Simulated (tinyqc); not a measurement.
Stretching all distances: RHF, UHF, MP2, CISD and CCSD against full CI in the sto-3g basis, for BeH+, spin multiplicity 1. Computed by the program tinyqc with PySCF. All coordinates are multiplied by the scale. c0^2 is the weight of the RHF determinant in the lowest singlet FCI state (UHF is spin-contaminated and may lie near states of higher spin) and n(LUMO) the first natural occupation beyond the occupied space.

Geometry (angstrom):
```
atom       x       y       z
Be    0.0000  0.0000  0.0000
H     0.0000  0.0000  1.2640
```

Full CI energy (hartree) and errors against it (kcal/mol):
```
scale   distance 1-2 (angstrom)      E(FCI)      RHF      UHF      MP2    CISD    CCSD  <S^2> UHF    c0^2  n(LUMO)
0.9400                   1.1882  -14.674176  11.1032  11.1032   3.4992  0.0083  0.0067     0.0000  0.9834   0.0214
1.2200                   1.5421  -14.678070  17.3309  17.3309   6.3775  0.0162  0.0133     0.0000  0.9637   0.0557
1.4900                   1.8834  -14.643943  27.6039  20.5786  11.3728  0.0316  0.0255     0.5360  0.9199   0.1352
1.7700                   2.2373  -14.609454  41.7252  13.2137  18.1260  0.0561  0.0424     0.8138  0.8447   0.2749
2.0500                   2.5912  -14.586158  56.8604   6.7707  24.7505  0.0851  0.0580     0.9202  0.7419   0.4495
2.3200                   2.9325  -14.573914  70.3694   3.0671  29.6728  0.1119  0.0696     0.9675  0.6294   0.6193
2.6000                   3.2864  -14.568143  81.8860   1.2524  32.2419  0.1338  0.0776     0.9886  0.5259   0.7643
```

What does the comparison show, and why?

UHF parts from RHF first at scale 1.49 of those listed, where <S^2> leaves zero. The weight c0^2 goes from 0.98 to 0.53 and n(LUMO) from 0.02 to 0.76: static correlation grows as the bonds break into open-shell fragments. The spread of the error along the curve, which distorts its shape, is CCSD 0.1, CISD 0.1, UHF 19.3, MP2 28.7, RHF 70.8 kcal/mol.
